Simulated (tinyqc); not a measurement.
Etch lag against aspect ratio: ion-assisted plasma etching: sheath, surface coverage, synergy and aspect-ratio dependence. Computed by tinyqc, a small Python program. Command: `OMP_NUM_THREADS=1 python tinyqc.py 3009481 3009482 out.jsonl etch walk`. One thread of a shared host (Intel(R) Xeon(R) Processor @ 2.30GHz), about 0.05 s of CPU time with the checks.

Radicals adsorb on bare sites; ions remove covered sites with a high yield and bare sites by sputtering; a slow spontaneous reaction acts everywhere, walls included.

Inputs (values chosen for the exercise, close to those used for silicon in a halogen plasma): plasma density n_e = 3.7e+10 1/cm^3; electron temperature T_e = 2.1 eV; ion mass M_i = 35.5 u; sheath voltage V = 380 V; radical density n = 5.1e+13 1/cm^3; radical mass M_n = 35.5 u; gas temperature T_g = 500 K; sticking coefficient s = 0.35; radicals per removed unit x = 2; yield slope b = 0.28 eV^(-1/2); threshold E_th = 13 eV; sputter slope b_p = 0.02 eV^(-1/2); sputter threshold E_p = 40 eV; spontaneous reaction probability k_c = 3e-05; solid density N = 5e+22 1/cm^3; ion temperature T_i = 0.13 eV.

Feature: round hole.

Constants: e = 1.602176634e-19 C; u = 1.6605390666e-27 kg; k_B = 1.380649e-23 J/K; eps_0 = 8.8541878128e-12 F/m.

Method:
- Bohm speed u_B = sqrt(e T_e/M_i); ion flux G_i = 0.61 n_e u_B; radical flux G_n = n c/4 with c = sqrt(8 k_B T_g/(pi M_n)).
- Debye length lambda_D = sqrt(eps_0 T_e/(e n_s)) with n_s = 0.61 n_e, T_e in volts; Child-law sheath d = (sqrt2/3) lambda_D (2 V/T_e)^(3/4); ion energy E = V + T_e/2; angular spread = arctan(sqrt(T_i/E)).
- Yields: Y = b (sqrt(E) - sqrt(E_th)) on covered sites, Y_p = b_p (sqrt(E) - sqrt(E_p)) on bare ones (zero below threshold).
- Steady coverage: s G_n (1 - theta) = x Y G_i theta; removal flux = Y G_i theta + Y_p G_i (1 - theta) + k_c G_n; rate = flux/N, 1 cm/s = 6e8 nm/min.
- Lateral rate = k_c G_n/N; anisotropy = 1 - lateral/vertical; synergy = vertical/(ions alone + radicals alone), with ions alone Y_p G_i/N and radicals alone the lateral rate.
- Transmission of a round hole: K = 1/(1 + 3A/4), walls that scatter diffusely without loss. With a loss probability S = s (1 - theta) at the floor, G_b/G_n = K/(K + S - K S); theta follows G_b, and the two are solved together. Ions are taken to reach the floor unshadowed; G_b replaces G_n in every term of the rate; A is depth over diameter.

yield Y = 4.45619

sputter yield Y_p = 0.263919

ion flux G_i = 5.39210e+15 1/(cm^2 s)

radical flux G_n = 6.96255e+17 1/(cm^2 s)

vertical rate = 243.907 nm/min

coverage theta = 0.835280

Floor of the feature:
```
A            K  G_b/G_n    theta  rate (nm/min)  relative rate
0.5    0.72727  0.97846  0.83226         243.08        0.99662
1.0    0.57143  0.95708  0.82915         242.23        0.99314
2.0    0.40000  0.91483  0.82266         240.46        0.98588
5.0    0.21053  0.79273  0.80079         234.50        0.96143
10.0   0.11765  0.60897  0.75538         222.14        0.91074
20.0   0.06250  0.34278  0.63480         189.36        0.77636
50.0   0.02597  0.10435  0.34604         110.97        0.45497
100.0  0.01316  0.04463  0.18456          67.15        0.27531
```

K falls by a factor 55.3 over the rows and the rate by 3.62. Among these rows the rate stays within 10 % of the open-field value up to A = 10, as near saturation the coverage changes little when G_b falls. Caution: a sheath of several millimetres is collisional at usual pressures, which lowers the ion energy and widens the angles. Caution: rows with A above about 1/(2 tan(ion spread)) or 1/sqrt(k_c), often 10 to 30, are formal: ion shadowing, radical loss on the walls, redeposition of sputtered material and, in fluorocarbon plasmas, polymer growth are left out and add to the lag.
